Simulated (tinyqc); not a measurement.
Longitudinal sound in a periodic multilayer: transfer matrices, stop bands and folded phonons: one step, computed by the program tinyqc.

Layers 1 and 2 repeat with period d = d_1 + d_2; waves travel normal to the layers, without loss. State vector (u, s): displacement u and stress divided by omega. Impedances Z = rho v are in 1e6 kg/(m^2 s).

Problem. Impedances, mean velocity and Bragg frequency. Z = rho v; interface reflection r = (Z_2 - Z_1)/(Z_2 + Z_1) (stress amplitude, from 1 into 2); Bragg frequency f_B = 1/[2 (d_1/v_1 + d_2/v_2)]; long-wave velocity v_eff = d/sqrt[(d_1/v_1)^2 + (d_2/v_2)^2 + (Z_1/Z_2 + Z_2/Z_1)(d_1/v_1)(d_2/v_2)].

Inputs (values chosen for the exercise, modelled on gallium nitride (layer 1), aluminium nitride (layer 2) and gallium arsenide (substrate)):

| quantity | value | unit |
|---|---|---|
| density rho_1 | 6.12 | g/cm^3 |
| velocity v_1 | 8010 | m/s |
| thickness d_1 | 595 | nm |
| density rho_2 | 3.31 | g/cm^3 |
| velocity v_2 | 10800 | m/s |
| thickness d_2 | 816 | nm |
| substrate density | 5.38 | g/cm^3 |
| substrate velocity | 4750 | m/s |

Give: Z_1; Z_2; Z of the substrate; interface reflection r; Bragg frequency f_B; long-wave velocity v_eff.

Solution.

Z_1 = 49.0212

Z_2 = 35.748

Z of the substrate = 25.555

interface reflection r = -0.15658

Bragg frequency f_B = 3.3369 GHz

long-wave velocity v_eff = 9300.7 m/s
